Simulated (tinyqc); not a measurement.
Vertical double-diffused power MOSFET, components of the on-resistance: one step of the calculation.

Stripe cells of pitch Wp + a, two channels a cell. Current flows through the channels, spreads in the accumulation layer, passes the gap between the p bodies and spreads at 45 degrees into the drift layer below them. Low drain voltage, full ionisation.

Question. Components of the on-resistance. Pitch p = Wp + a, Cox = 3.9 eps0/tox; zero-bias depletion in the gap w0 = sqrt(2 eps0 eps_r Vbi/(q N Nj)), open gap g = a - 2 w0; R_ch = Lc p/(2 mch Cox Vov); R_acc = 0.6 a p/(4 mac Cox Vov), 0.6 being an empirical factor for current leaving the layer along its length; R_gap = (rho/Nj) xp p/g; spreading depth t = min(W, (p - g)/2); R_drift = (rho p/2) ln((g + 2 t)/g) + rho (W - t); R_on = the sum with Rs.

Values chosen for this exercise; bulk values close to those of gallium nitride:

| symbol | value | unit | meaning |
|---|---|---|---|
| eps_r | 9.28 |  | relative permittivity |
| tox | 36 | nm | gate oxide thickness (eps_r 3.9) |
| Vov | 7 | V | gate overdrive |
| mch | 29 | cm^2/(V s) | channel mobility |
| mac | 130 | cm^2/(V s) | accumulation-layer mobility |
| Lc | 0.8 | um | channel length |
| Wp | 7.2 | um | width of the p body in one cell, channels included |
| a | 3.2 | um | gap between neighbouring p bodies |
| xp | 1.3 | um | depth of the p body |
| Nj | 5 |  | doping of the gap over the drift doping |
| Vbi | 3.14 | V | built-in voltage of the body junction |
| Rs | 0.15 | mohm cm^2 | substrate and contact resistance |

Constants: q = 1.602176634e-19 C, eps0 = 8.8541878128e-14 F/cm where lengths are in cm. Results are converted to the units shown.

N = 1.0797723e16 cm^-3
W = 12.707687 um
mu = 895 cm^2/(V s)
rho = 0.64585404 ohm cm

Wanted: w0; g; components; R_on; shares.

Answer.

w0 = 0.24424 um
g = 2.7115 um
components (mohm cm^2): channel 2.1364, accumulation 0.57190, gap 0.064406, drift 1.0239, substrate 0.15000
R_on = 3.9467 mohm cm^2
shares (%): channel 54.132, accumulation 14.491, gap 1.632, drift 25.944, substrate 3.801

The channel term is the largest. R_on is 4.81 times the ideal drift resistance, and spreading raises the drift term to 1.25 times it.

Numbers from tinyqc (`OMP_NUM_THREADS=1 python tinyqc.py 2230015 2230016 out.jsonl`; about 0.01 s on one thread of a shared Intel Xeon 2.30GHz).
